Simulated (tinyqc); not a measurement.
Absorption coefficient and reflectance from two thicknesses.

Problem. With transparent contact layers the responsivity is (1 - Rf)(1 - exp(-al wi)) q lam/(h c). The second absorber is twice as thick as the first. Find al and Rf.

Inputs (values chosen for the exercise):
```
symbol  value  unit     meaning
lam      1310    nm  wavelength
```

Constants: q = 1.602176634e-19 C, h = 6.62607015e-34 J s, c = 299792458 m/s. Results are converted to the units shown.

responsivity for wi = 0.25 and 0.5 um (A/W): 0.18341283  0.32134189

Solution. The ratio of the responsivities is 1 + exp(-al w1), which gives al; either value then gives 1 - Rf.

al = 1.14e4 1/cm
Rf = 0.300

tinyqc, about 0.01 s, one thread, Intel Xeon 2.30GHz (shared host): `OMP_NUM_THREADS=1 python tinyqc.py 2250002 2250003 out.jsonl`
